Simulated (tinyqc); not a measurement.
Inversion-layer mobility, back-scattering and ballistic limit of a field-effect transistor: one step, computed by the program tinyqc.

The charge at the top of the source barrier is fixed by the gate; series resistance and short-channel effects are left out. F_j are Fermi integrals normalised to exp(eta) in the classical limit.

Problem. Effective mobility. mu_phonon = mu_ph (E_eff/1 MV/cm)^(-0.3) (T/300 K)^(-1.75); mu_rough = mu_sr (E_eff/1 MV/cm)^(-2); mu_Coulomb = mu_C (N_inv/1e12 cm^-2) (T/300 K); Matthiessen's rule adds 1/mu.

Inputs (values chosen for the exercise, modelled on a silicon p-channel):
```
quantity                                     value        unit
phonon mobility at 1 MV/cm and 300 K, mu_ph    100  cm^2/(V s)
roughness mobility at 1 MV/cm, mu_sr           120  cm^2/(V s)
Coulomb mobility at N_inv = 1e12/cm^2, mu_C    330  cm^2/(V s)
temperature T                                  400           K
```

Statistics at the top of the barrier: Fermi-Dirac.

inversion density N_inv = 8.415841e+12 1/cm^2

effective field E_eff = 0.5416900 MV/cm

Give: phonon part; roughness part; Coulomb part; effective mobility mu.

Solution.

phonon part = 72.65 cm^2/(V s)

roughness part = 409.0 cm^2/(V s)

Coulomb part = 3703 cm^2/(V s)

effective mobility mu = 60.68 cm^2/(V s)

The phonon part is the lowest and holds 84 % of 1/mu.
